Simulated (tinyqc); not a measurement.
CIS on RHF in the 3-21g basis, for H3+, spin multiplicity 1, step by step. Computed by tinyqc, a small Python program that keeps every step (integrals from PySCF). Settings: charge = 1, multiplicity = 1, basis = 3-21g, method = RHF, energy threshold = 1e-10, iteration cap = 80, orthogonalisation = symmetric, start = atomic densities, DIIS depth = 6. Command: `OMP_NUM_THREADS=1 python tinyqc.py 26077 26078 out.jsonl` (the two numbers bound the seeds that draw the settings). One thread of a shared host (Intel(R) Xeon(R) Processor @ 2.60GHz), about 0.08 s of CPU time with the checks. The early iterations of the SCF are left out here.

## One-electron integrals

Geometry (angstrom):
```
atom       x       y       z
H     0.0000  0.0000  0.0000
H     0.0000  0.0000  0.9870
H     0.0000  0.8890  0.4300
```

Basis 3-21g: exponents (1/bohr^2) and contraction coefficients of normalised primitives:
```
element  l (shell)  exponent  coefficient
H            s (1)    5.4472       0.1563
H            s (1)    0.8245       0.9047
H            s (2)    0.1832       1.0000
```

Overlap, kinetic and nuclear-attraction integrals over the contracted functions; the nuclear repulsion is the sum of Za Zb / Rab.

nuclear repulsion = 1.576425 hartree

overlap S:
```
        1H 1s   1H 2s   2H 1s   2H 2s   3H 1s   3H 2s
1H 1s  1.0000  0.6459  0.2081  0.3817  0.2077  0.3815
1H 2s  0.6459  1.0000  0.3817  0.7271  0.3815  0.7269
2H 1s  0.2081  0.3817  1.0000  0.6459  0.1713  0.3565
2H 2s  0.3817  0.7271  0.6459  1.0000  0.3565  0.6977
3H 1s  0.2077  0.3815  0.1713  0.3565  1.0000  0.6459
3H 2s  0.3815  0.7269  0.3565  0.6977  0.6459  1.0000
```

kinetic energy T (hartree):
```
         1H 1s   1H 2s    2H 1s   2H 2s    3H 1s   3H 2s
1H 1s   1.5494  0.2932  -0.0080  0.1123  -0.0082  0.1122
1H 2s   0.2932  0.2748   0.1123  0.1574   0.1122  0.1573
2H 1s  -0.0080  0.1123   1.5494  0.2932  -0.0338  0.0975
2H 2s   0.1123  0.1574   0.2932  0.2748   0.0975  0.1457
3H 1s  -0.0082  0.1122  -0.0338  0.0975   1.5494  0.2932
3H 2s   0.1122  0.1573   0.0975  0.1457   0.2932  0.2748
```

nuclear attraction V (hartree):
```
         1H 1s    1H 2s    2H 1s    2H 2s    3H 1s    3H 2s
1H 1s  -2.7923  -1.4698  -0.5439  -0.9006  -0.5429  -0.9001
1H 2s  -1.4698  -1.6368  -0.8918  -1.2644  -0.8912  -1.2639
2H 1s  -0.5439  -0.8918  -2.7610  -1.4506  -0.4394  -0.8322
2H 2s  -0.9006  -1.2644  -1.4506  -1.6192  -0.8321  -1.2137
3H 1s  -0.5429  -0.8912  -0.4394  -0.8321  -2.7608  -1.4504
3H 2s  -0.9001  -1.2639  -0.8322  -1.2137  -1.4504  -1.6190
```

core Hamiltonian H = T + V (hartree):
```
         1H 1s    1H 2s    2H 1s    2H 2s    3H 1s    3H 2s
1H 1s  -1.2429  -1.1766  -0.5518  -0.7883  -0.5511  -0.7879
1H 2s  -1.1766  -1.3620  -0.7795  -1.1070  -0.7790  -1.1067
2H 1s  -0.5518  -0.7795  -1.2116  -1.1574  -0.4732  -0.7346
2H 2s  -0.7883  -1.1070  -1.1574  -1.3444  -0.7346  -1.0680
3H 1s  -0.5511  -0.7790  -0.4732  -0.7346  -1.2114  -1.1573
3H 2s  -0.7879  -1.1067  -0.7346  -1.0680  -1.1573  -1.3442
```

## Two-electron integrals

Functions are numbered as in S; the eight-fold symmetry (ij|kl) = (ji|kl) = (kl|ij) leaves the list below.

Two-electron integrals (ij|kl) in chemists' order, unique and non-zero (hartree):
```
(11|11) 1.1401   (21|11) 0.6114   (21|21) 0.3452   (22|11) 0.6264
(22|21) 0.3803   (22|22) 0.4830   (31|11) 0.1776   (31|21) 0.1031
(31|22) 0.1184   (31|31) 0.0446   (32|11) 0.2292   (32|21) 0.1416
(32|22) 0.1842   (32|31) 0.0668   (32|32) 0.1199   (33|11) 0.5298
(33|21) 0.3355   (33|22) 0.4592   (33|31) 0.1776   (33|32) 0.3519
(33|33) 1.1401   (41|11) 0.3519   (41|21) 0.1999   (41|22) 0.2224
(41|31) 0.0668   (41|32) 0.0940   (41|33) 0.2292   (41|41) 0.1199
(42|11) 0.4178   (42|21) 0.2561   (42|22) 0.3334   (42|31) 0.0936
(42|32) 0.1579   (42|33) 0.4178   (42|41) 0.1579   (42|42) 0.2554
(43|11) 0.3355   (43|21) 0.2110   (43|22) 0.2878   (43|31) 0.1031
(43|32) 0.1999   (43|33) 0.6114   (43|41) 0.1416   (43|42) 0.2561
(43|43) 0.3452   (44|11) 0.4592   (44|21) 0.2878   (44|22) 0.3973
(44|31) 0.1184   (44|32) 0.2224   (44|33) 0.6264   (44|41) 0.1842
(44|42) 0.3334   (44|43) 0.3803   (44|44) 0.4830   (51|11) 0.1773
(51|21) 0.1029   (51|22) 0.1182   (51|31) 0.0348   (51|32) 0.0498
(51|33) 0.1198   (51|41) 0.0624   (51|42) 0.0850   (51|43) 0.0750
(51|44) 0.0996   (51|51) 0.0445   (52|11) 0.2290   (52|21) 0.1414
(52|22) 0.1841   (52|31) 0.0499   (52|32) 0.0804   (52|33) 0.2011
(52|41) 0.0871   (52|42) 0.1378   (52|43) 0.1263   (52|44) 0.1714
(52|51) 0.0666   (52|52) 0.1197   (53|11) 0.1041   (53|21) 0.0647
(53|22) 0.0844   (53|31) 0.0294   (53|32) 0.0511   (53|33) 0.1422
(53|41) 0.0428   (53|42) 0.0708   (53|43) 0.0831   (53|44) 0.0964
(53|51) 0.0294   (53|52) 0.0511   (53|53) 0.0302   (54|11) 0.1985
(54|21) 0.1239   (54|22) 0.1652   (54|31) 0.0471   (54|32) 0.0795
(54|33) 0.2050   (54|41) 0.0780   (54|42) 0.1295   (54|43) 0.1274
(54|44) 0.1681   (54|51) 0.0590   (54|52) 0.1099   (54|53) 0.0508
(54|54) 0.1045   (55|11) 0.5295   (55|21) 0.3354   (55|22) 0.4591
(55|31) 0.1199   (55|32) 0.2012   (55|33) 0.5005   (55|41) 0.2086
(55|42) 0.3512   (55|43) 0.3186   (55|44) 0.4439   (55|51) 0.1773
(55|52) 0.3517   (55|53) 0.1422   (55|54) 0.3276   (55|55) 1.1401
(61|11) 0.3517   (61|21) 0.1997   (61|22) 0.2223   (61|31) 0.0625
(61|32) 0.0871   (61|33) 0.2086   (61|41) 0.1175   (61|42) 0.1532
(61|43) 0.1304   (61|44) 0.1750   (61|51) 0.0666   (61|52) 0.0939
(61|53) 0.0427   (61|54) 0.0825   (61|55) 0.2290   (61|61) 0.1197
(62|11) 0.4176   (62|21) 0.2560   (62|22) 0.3332   (62|31) 0.0851
(62|32) 0.1379   (62|33) 0.3512   (62|41) 0.1532   (62|42) 0.2407
(62|43) 0.2191   (62|44) 0.2987   (62|51) 0.0934   (62|52) 0.1577
(62|53) 0.0708   (62|54) 0.1439   (62|55) 0.4176   (62|61) 0.1577
(62|62) 0.2552   (63|11) 0.1986   (63|21) 0.1239   (63|22) 0.1653
(63|31) 0.0591   (63|32) 0.1100   (63|33) 0.3276   (63|41) 0.0826
(63|42) 0.1439   (63|43) 0.1862   (63|44) 0.2075   (63|51) 0.0470
(63|52) 0.0795   (63|53) 0.0508   (63|54) 0.0799   (63|55) 0.2050
(63|61) 0.0780   (63|62) 0.1294   (63|63) 0.1045   (64|11) 0.3465
(64|21) 0.2156   (64|22) 0.2919   (64|31) 0.0825   (64|32) 0.1466
(64|33) 0.3966   (64|41) 0.1351   (64|42) 0.2326   (64|43) 0.2434
(64|44) 0.3178   (64|51) 0.0824   (64|52) 0.1465   (64|53) 0.0739
(64|54) 0.1409   (64|55) 0.3966   (64|61) 0.1350   (64|62) 0.2325
(64|63) 0.1409   (64|64) 0.2351   (65|11) 0.3354   (65|21) 0.2110
(65|22) 0.2877   (65|31) 0.0751   (65|32) 0.1263   (65|33) 0.3186
(65|41) 0.1305   (65|42) 0.2191   (65|43) 0.2014   (65|44) 0.2790
(65|51) 0.1029   (65|52) 0.1997   (65|53) 0.0831   (65|54) 0.1862
(65|55) 0.6114   (65|61) 0.1414   (65|62) 0.2560   (65|63) 0.1274
(65|64) 0.2434   (65|65) 0.3452   (66|11) 0.4591   (66|21) 0.2877
(66|22) 0.3973   (66|31) 0.0998   (66|32) 0.1715   (66|33) 0.4439
(66|41) 0.1751   (66|42) 0.2988   (66|43) 0.2790   (66|44) 0.3883
(66|51) 0.1182   (66|52) 0.2223   (66|53) 0.0964   (66|54) 0.2075
(66|55) 0.6264   (66|61) 0.1841   (66|62) 0.3332   (66|63) 0.1681
(66|64) 0.3178   (66|65) 0.3803   (66|66) 0.4830
```

## Orthogonalisation

S = U s U^T; symmetric (Loewdin) form X = U s^(-1/2) U^T, so that X^T S X = 1.

eigenvalues of S: 0.1578  0.1743  0.4260  0.8852  0.9567  3.4000

X:
```
         1H 1s    1H 2s    2H 1s    2H 2s    3H 1s    3H 2s
1H 1s   1.2444  -0.4958  -0.0230   0.0182  -0.0228   0.0182
1H 2s  -0.4958   1.8194   0.0139  -0.4828   0.0138  -0.4822
2H 1s  -0.0230   0.0139   1.2434  -0.4935  -0.0036   0.0143
2H 2s   0.0182  -0.4828  -0.4935   1.7608   0.0143  -0.4100
3H 1s  -0.0228   0.0138  -0.0036   0.0143   1.2434  -0.4935
3H 2s   0.0182  -0.4822   0.0143  -0.4100  -0.4935   1.7603
```

## Starting guess

The start is atomic minimal-basis densities projected into this basis (PySCF's MINAO start) and scaled to the electron count of each spin; this density is not idempotent, so its energy is not variational and may lie below the converged one.

D at the start:
```
         1H 1s   1H 2s    2H 1s   2H 2s    3H 1s   3H 2s
1H 1s   0.1375  0.1899  -0.0068  0.0006  -0.0068  0.0006
1H 2s   0.1899  0.2637   0.0001  0.0147   0.0001  0.0147
2H 1s  -0.0068  0.0001   0.1373  0.1901  -0.0070  0.0004
2H 2s   0.0006  0.0147   0.1901  0.2648   0.0004  0.0154
3H 1s  -0.0068  0.0001  -0.0070  0.0004   0.1373  0.1901
3H 2s   0.0006  0.0147   0.0004  0.0154   0.1901  0.2648
```

## Iteration 6 (converged): orbitals

converged F (hartree):
```
         1H 1s    1H 2s    2H 1s    2H 2s    3H 1s    3H 2s
1H 1s  -0.3073  -0.7460  -0.5086  -0.6112  -0.5082  -0.6110
1H 2s  -0.7460  -0.7676  -0.6019  -0.7177  -0.6016  -0.7175
2H 1s  -0.5086  -0.6019  -0.2843  -0.7237  -0.4624  -0.5774
2H 2s  -0.6112  -0.7177  -0.7237  -0.7490  -0.5773  -0.6996
3H 1s  -0.5082  -0.6016  -0.4624  -0.5773  -0.2841  -0.7235
3H 2s  -0.6110  -0.7175  -0.5774  -0.6996  -0.7235  -0.7488
```

Diagonalise F' = X^T F X, C = X C', fill 1 alpha and 1 beta electrons from the bottom; D = 2 C_occ C_occ^T. Each column has its largest component positive (the first on a tie).

F' = X^T F X (hartree):
```
         1        2        3        4        5        6
1   0.2575  -0.6105  -0.2380  -0.1151  -0.2375  -0.1151
2  -0.6105  -0.0222  -0.1157  -0.1688  -0.1156  -0.1688
3  -0.2380  -0.1157   0.2621  -0.6056  -0.1876  -0.1133
4  -0.1151  -0.1688  -0.6056  -0.0266  -0.1134  -0.1630
5  -0.2375  -0.1156  -0.1876  -0.1134   0.2621  -0.6055
6  -0.1151  -0.1688  -0.1133  -0.1630  -0.6055  -0.0267
```

orbital energies (hartree): MO1 -1.1118, MO2 -0.2235, MO3 -0.1955, MO4 0.5707, MO5 0.8096, MO6 0.8567

coefficients C:
```
          MO1      MO2      MO3      MO4      MO5      MO6
1H 1s  0.2772  -0.0010   0.2525   0.7362   0.0036  -1.0552
1H 2s  0.1949  -0.0044   1.2947  -0.6139  -0.0050   1.3896
2H 1s  0.2644  -0.2301  -0.1237   0.6787   0.9212   0.5858
2H 2s  0.1900  -1.0247  -0.6713  -0.4910  -1.1927  -0.7385
3H 1s  0.2643   0.2310  -0.1220   0.6781  -0.9263   0.5785
3H 2s  0.1900   1.0295  -0.6627  -0.4898   1.1987  -0.7290
```

D after iteration 6:
```
        1H 1s   1H 2s   2H 1s   2H 2s   3H 1s   3H 2s
1H 1s  0.1537  0.1081  0.1466  0.1054  0.1465  0.1054
1H 2s  0.1081  0.0760  0.1031  0.0741  0.1030  0.0741
2H 1s  0.1466  0.1031  0.1398  0.1005  0.1397  0.1005
2H 2s  0.1054  0.0741  0.1005  0.0722  0.1004  0.0722
3H 1s  0.1465  0.1030  0.1397  0.1004  0.1397  0.1004
3H 2s  0.1054  0.0741  0.1005  0.0722  0.1004  0.0722
```

## Convergence

Stop when the energy changes by less than 1e-10 hartree and every element of the error matrix X^T (F D S - S D F) X is below 3e-06.

Course of the cycle:
```
iteration  E (hartree)     change  largest element of the error matrix
1            -0.690598          -                             1.15e-01
2            -1.250228  -5.60e-01                             2.39e-02
3            -1.251845  -1.62e-03                             1.09e-03
4            -1.251849  -3.36e-06                             4.25e-05
5            -1.251849  -3.52e-09                             5.81e-07
6            -1.251849  -5.61e-13                             5.80e-08
```

PySCF RHF in the same basis = -1.251849 hartree

Converged in 6 iterations.

## Populations, bond orders and dipole

Mulliken: Z minus the diagonal of D S on the atom; Loewdin: the same with S^(1/2) D S^(1/2); Mayer order: 2 sum_s sum (D(s) S)_ij (D(s) S)_ji over the two atoms.

Charges (e):
```
atom  Mulliken  Loewdin
1H      0.3030   0.3038
2H      0.3483   0.3479
3H      0.3487   0.3483
```

Mayer bond orders:
```
pair   order
2-1   0.4542
3-1   0.4540
3-2   0.4245
```

dipole moment about the origin, x y z (debye): 0.0000  1.4914  2.3753

## Integrals over molecular orbitals

(pq|rs) = sum C_ip C_jq C_kr C_ls (ij|kl), one index at a time.

one-electron integrals over orbitals h = C^T H C (hartree):
```
         1        2        3        4        5        6
1  -1.7165   0.0001  -0.0077  -0.1228   0.0000   0.0021
2   0.0001  -1.0617   0.0000   0.0001   0.2050   0.0000
3  -0.0077   0.0000  -1.0307  -0.0080   0.0000   0.2069
4  -0.1228   0.0001  -0.0080  -0.3150  -0.0001   0.0104
5   0.0000   0.2050   0.0000  -0.0001  -0.1821   0.0000
6   0.0021   0.0000   0.2069   0.0104   0.0000  -0.1634
```

Two-electron integrals over orbitals (pq|rs), unique and non-zero (hartree):
```
(11|11) 0.6047      (21|11) -8.98e-05   (21|21) 0.1047      (22|11) 0.4714
(22|21) 0.0006      (22|22) 0.4521      (31|11) 0.0077      (31|21) 1.01e-06
(31|22) -0.0462     (31|31) 0.0993      (32|11) 2.47e-06    (32|21) -0.0506
(32|22) -4.87e-05   (32|31) -0.0005     (32|32) 0.0406      (33|11) 0.4673
(33|21) -0.0006     (33|22) 0.3737      (33|31) 0.0464      (33|32) 4.77e-05
(33|33) 0.4409      (41|11) 0.1228      (41|21) -5.84e-05   (41|22) 0.0633
(41|31) 0.0044      (41|32) 2.96e-06    (41|33) 0.0611      (41|41) 0.0690
(42|11) -8.58e-05   (42|21) 0.0040      (42|22) -2.38e-05   (42|31) 8.11e-08
(42|32) -0.0009     (42|33) -4.30e-05   (42|41) -6.42e-05   (42|42) 0.0314
(43|11) 0.0062      (43|21) 3.77e-08    (43|22) 0.0028      (43|31) -0.0007
(43|32) 4.17e-06    (43|33) 0.0020      (43|41) 0.0048      (43|42) 1.16e-06
(43|43) 0.0341      (44|11) 0.4773      (44|21) -1.41e-04   (44|22) 0.3959
(44|31) 0.0108      (44|32) 1.05e-05    (44|33) 0.3994      (44|41) 0.0732
(44|42) -4.64e-05   (44|43) 0.0028      (44|44) 0.4113      (51|11) 1.18e-05
(51|21) -0.0707     (51|22) -4.44e-04   (51|31) 2.62e-06    (51|32) 0.0355
(51|33) 3.70e-04    (51|41) 3.65e-05    (51|42) -0.0340     (51|43) -9.19e-07
(51|44) 6.04e-05    (51|51) 0.0821      (52|11) -0.1378     (52|21) -4.13e-04
(52|22) -0.0947     (52|31) 0.0330      (52|32) 1.88e-05    (52|33) -0.0636
(52|41) -0.0641     (52|42) -1.68e-04   (52|43) 0.0132      (52|44) -0.0836
(52|51) 0.0005      (52|52) 0.0971      (53|11) 7.07e-06    (53|21) 0.0338
(53|22) 1.96e-05    (53|31) 3.57e-04    (53|32) -0.0126     (53|33) -7.27e-06
(53|41) -7.67e-07   (53|42) 0.0161      (53|43) 1.62e-04    (53|44) -6.35e-07
(53|51) -0.0384     (53|52) -4.19e-05   (53|53) 0.0240      (54|11) 7.82e-05
(54|21) -0.0942     (54|22) -0.0005     (54|31) -2.07e-06   (54|32) 0.0466
(54|33) 0.0005      (54|41) 6.01e-05    (54|42) -0.0091     (54|43) -8.86e-07
(54|44) 1.35e-04    (54|51) 0.0731      (54|52) 4.35e-04    (54|53) -0.0350
(54|54) 0.0992      (55|11) 0.5369      (55|21) 0.0009      (55|22) 0.4814
(55|31) -0.0659     (55|32) -1.10e-04   (55|33) 0.3945      (55|41) 0.1100
(55|42) 1.76e-04    (55|43) -0.0124     (55|44) 0.4392      (55|51) -0.0009
(55|52) -0.1575     (55|53) 8.98e-05    (55|54) -0.0010     (55|55) 0.5809
(61|11) -0.0021     (61|21) -8.40e-06   (61|22) 0.0391      (61|31) -0.0711
(61|32) 4.15e-04    (61|33) -0.0336     (61|41) -0.0032     (61|42) -6.14e-06
(61|43) -0.0331     (61|44) -0.0052     (61|51) 3.49e-06    (61|52) -0.0426
(61|53) -4.26e-04   (61|54) 9.71e-06    (61|55) 0.0729      (61|61) 0.0877
(62|11) -1.46e-05   (62|21) 0.0407      (62|22) 1.28e-05    (62|31) 4.28e-04
(62|32) -0.0167     (62|33) -2.44e-05   (62|41) -1.13e-05   (62|42) 0.0178
(62|43) 1.81e-04    (62|44) -1.55e-05   (62|51) -0.0447     (62|52) -3.38e-05
(62|53) 0.0251      (62|54) -0.0419     (62|55) 8.55e-05    (62|61) -0.0005
(62|62) 0.0303      (63|11) -0.1390     (63|21) 4.39e-04    (63|22) -0.0660
(63|31) -0.0357     (63|32) -1.76e-05   (63|33) -0.0878     (63|41) -0.0662
(63|42) 2.19e-04    (63|43) -0.0167     (63|44) -0.0877     (63|51) -4.44e-04
(63|52) 0.0485      (63|53) 2.88e-05    (63|54) -4.44e-04   (63|55) -0.0933
(63|61) 0.0379      (63|62) 4.23e-05    (63|63) 0.0923      (64|11) -0.0068
(64|21) -1.72e-05   (64|22) 0.0464      (64|31) -0.0941     (64|32) 0.0005
(64|33) -0.0452     (64|41) -0.0048     (64|42) -2.98e-06   (64|43) -0.0077
(64|44) -0.0107     (64|51) 9.75e-06    (64|52) -0.0381     (64|53) -4.08e-04
(64|54) 1.92e-05    (64|55) 0.0776      (64|61) 0.0806      (64|62) -4.86e-04
(64|63) 0.0390      (64|64) 0.1066      (65|11) 7.28e-06    (65|21) -0.0797
(65|22) -9.55e-05   (65|31) -0.0008     (65|32) 0.0464      (65|33) 8.88e-05
(65|41) 1.08e-05    (65|42) -0.0208     (65|43) -1.97e-04   (65|44) 2.49e-05
(65|51) 0.0752      (65|52) 8.47e-05    (65|53) -0.0334     (65|54) 0.0844
(65|55) -2.57e-04   (65|61) 0.0008      (65|62) -0.0402     (65|63) -7.72e-05
(65|64) 0.0009      (65|65) 0.0826      (66|11) 0.5539      (66|21) -0.0009
(66|22) 0.4094      (66|31) 0.0661      (66|32) 1.01e-04    (66|33) 0.4748
(66|41) 0.1207      (66|42) -3.04e-04   (66|43) 0.0219      (66|44) 0.4586
(66|51) 0.0008      (66|52) -0.1017     (66|53) -6.77e-05   (66|54) 0.0010
(66|55) 0.4609      (66|61) -0.0641     (66|62) -1.01e-04   (66|63) -0.1571
(66|64) -0.0748     (66|65) 2.35e-04    (66|66) 0.5914
```

## CIS matrix, singlets

A(ia,jb) = (e_a - e_i) d_ij d_ab + 2 (ia|jb) - (ij|ab).

CIS matrix A, singlet (hartree):
```
         1>2      1>3     1>4      1>5      1>6
1>2   0.6262   0.0000  0.0000  -0.0035   0.0000
1>3   0.0000   0.6477  0.0026   0.0000  -0.0031
1>4   0.0000   0.0026  1.3431   0.0000   0.0003
1>5  -0.0035   0.0000  0.0000   1.5487   0.0000
1>6   0.0000  -0.0031  0.0003   0.0000   1.5900
```

## CIS singlet states

dipole integrals <i|r|a> (bohr):
```
          x        y        z
1>2  0.0000   0.8747  -0.5438
1>3  0.0000  -0.5285  -0.8502
1>4  0.0000   0.0077   0.0121
1>5  0.0000  -0.0280   0.0174
1>6  0.0000   0.0270   0.0435
```

Diagonalise A (1 hartree = 27.211386 eV); each vector has its largest component positive (the first on a tie). The transition dipole is mu = sqrt2 sum c_ia <i|r|a>.

singlet excitation energies (eV): 17.0389  17.6236  36.5487  42.1416  43.2677

lowest vectors:
```
     state 1  state 2  state 3  state 4  state 5
1>2   1.0000   0.0000   0.0000  -0.0038   0.0000
1>3   0.0000   1.0000   0.0038   0.0000  -0.0033
1>4   0.0000  -0.0038   1.0000   0.0000   0.0013
1>5   0.0038   0.0000   0.0000   1.0000   0.0000
1>6   0.0000   0.0033  -0.0012   0.0000   1.0000
```

oscillator strengths 2/3 w |mu|^2: 0.8854  0.8652  0.0002  0.0028  0.0063

## CIS matrix, triplets

A(ia,jb) = (e_a - e_i) d_ij d_ab - (ij|ab).

CIS matrix A, triplet (hartree):
```
        1>2      1>3      1>4      1>5     1>6
1>2  0.4168   0.0000   0.0001   0.1378  0.0000
1>3  0.0000   0.4491  -0.0062   0.0000  0.1390
1>4  0.0001  -0.0062   1.2052  -0.0001  0.0068
1>5  0.1378   0.0000  -0.0001   1.3845  0.0000
1>6  0.0000   0.1390   0.0068   0.0000  1.4146
```

## CIS triplet states

Diagonalise A (1 hartree = 27.211386 eV); each vector has its largest component positive (the first on a tie).

triplet excitation energies (eV): 10.8191  11.6846  32.7928  38.1979  39.0322

lowest vectors:
```
     state 1  state 2  state 3  state 4  state 5
1>2   0.9904  -0.0001   0.0002   0.1383   0.0000
1>3   0.0001   0.9901  -0.0127   0.0000   0.1395
1>4  -0.0001   0.0092   0.9996  -0.0003   0.0256
1>5  -0.1383   0.0000   0.0003   0.9904  -0.0003
1>6   0.0000  -0.1397  -0.0241   0.0003   0.9899
```
